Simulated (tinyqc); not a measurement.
Worked calculation: one-electron ion in a basis of Gaussians. One step of it, computed by the program tinyqc.

Question. Matrices over normalised Gaussians. With p = a_i + a_j and I(k) = Gamma((k+1)/2) / (2 p^((k+1)/2)): S = I(2l+2), T = (2l+3) a_i a_j S / p, V = -Z I(2l+1), each divided by sqrt(S_ii S_jj).

exponents of r^l exp(-a r^2) (1/bohr^2): 2.868000  7.216000  18.150000  45.670000

Z = 6

l = 0

Give: S; T; V.

Answer.

S, lower triangle:
```
       1      2      3      4
1  1.000
2  0.857  1.000
3  0.569  0.857  1.000
4  0.324  0.569  0.857  1.000
```

T (hartree), lower triangle:
```
       1       2       3       4
1  4.302
2  5.277  10.824
3  4.227  13.277  27.225
4  2.622  10.634  33.394  68.505
```

V (hartree), lower triangle:
```
         1        2        3        4
1  -16.215
2  -18.426  -25.720
3  -17.656  -29.227  -40.791
4  -15.275  -28.006  -46.353  -64.705
```
